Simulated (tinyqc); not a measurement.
Changing the mobility mu: current of a Schottky diode by thermionic-emission-diffusion theory, and its read-back from I-V-T and C-V data. Computed by tinyqc, a small Python program. Command: `OMP_NUM_THREADS=1 python tinyqc.py 3025890 3025891 out.jsonl schottky sweep`. One thread of a shared host (Intel(R) Xeon(R) Processor @ 2.30GHz), about 0.01 s of CPU time with the checks.

Full ionisation, no tunnelling, no recombination current. V is the voltage across the junction itself, forward positive.

Inputs (values chosen for the exercise, modelled on n-type amorphous oxide):

| quantity | value | unit |
|---|---|---|
| Richardson constant A* | 40 | A/(cm^2 K^2) |
| effective density of states at 300 K, N_c | 5.2e+18 | 1/cm^3 |
| permittivity eps | 10 | - |
| barrier without image force phi_0 | 0.778 | eV |
| doping N | 8.6e+15 | 1/cm^3 |
| series resistance R_s | 0.39 | milliohm cm^2 |
| junction voltage V | 0.3 | V |
| temperature T | 200 | K |

Barrier: uniform.

Constants: k_B = 8.617333262e-05 eV/K; e = 1.602176634e-19 C; eps_0 = 8.8541878128e-12 F/m.

Method:
- N_c(T) = N_c (T/300 K)^(3/2); V_bi = phi_0 - (k_B T/e) ln(N_c(T)/N); surface field F = sqrt(2 e N (V_bi - V - k_B T/e)/(eps eps_0)); image lowering d_phi = sqrt(e F/(4 pi eps eps_0)); effective barrier phi = phi_0 - d_phi.
- Collection velocity v_R = A* T^2/(e N_c(T)); diffusion velocity v_D = mu F; J = e N_c(T) v_R/(1 + v_R/v_D) exp(-phi/k_B T) [exp(e V/k_B T) - 1].
- Terminal voltage V + J R_s.
- Ideality n = (e/k_B T)/(d ln J/dV) by a central difference of +/- 1 mV; J_0 = J exp(-e V/(n k_B T)); apparent barrier phi_IV = k_B T ln(A* T^2/J_0); a C-V plot gives phi_CV = phi_0, the mean without lowering.

One run for each value:

| mobility mu (cm^2/(V s)) | current density J (A/cm^2) | apparent barrier phi_IV (eV) | ideality factor n | v_D (cm/s) |
|---|---|---|---|---|
| 0.5 | 2.439e-08 | 0.8366 | 1.041 | 1.676e+04 |
| 1.6 | 7.724e-08 | 0.8168 | 1.040 | 5.362e+04 |
| 5 | 2.339e-07 | 0.7979 | 1.040 | 1.676e+05 |
| 16 | 6.807e-07 | 0.7802 | 1.037 | 5.362e+05 |
| 50 | 1.661e-06 | 0.7661 | 1.032 | 1.676e+06 |
| 160 | 3.112e-06 | 0.7573 | 1.025 | 5.362e+06 |
| 500 | 4.262e-06 | 0.7535 | 1.020 | 1.676e+07 |
| 1600 | 4.841e-06 | 0.7521 | 1.017 | 5.362e+07 |
| 5000 | 5.053e-06 | 0.7517 | 1.016 | 1.676e+08 |

Over the rows, current density J (A/cm^2) rises from 2.44e-8 to 5.05e-6 (exponent d ln y / d ln x 0.99 between the first rows and 0.038 between the last); apparent barrier phi_IV (eV) falls from 0.837 to 0.752 (exponent d ln y / d ln x -0.021 between the first rows and -5.2e-4 between the last); ideality factor n falls from 1.04 to 1.02 (exponent d ln y / d ln x -2.2e-4 between the first rows and -8.8e-4 between the last). At the low end the exponent of current density J is 0.99, close to 1: diffusion limits. Reading a diffusion-limited diode with the thermionic formula overstates the barrier by k_B T ln(1 + v_R/v_D).
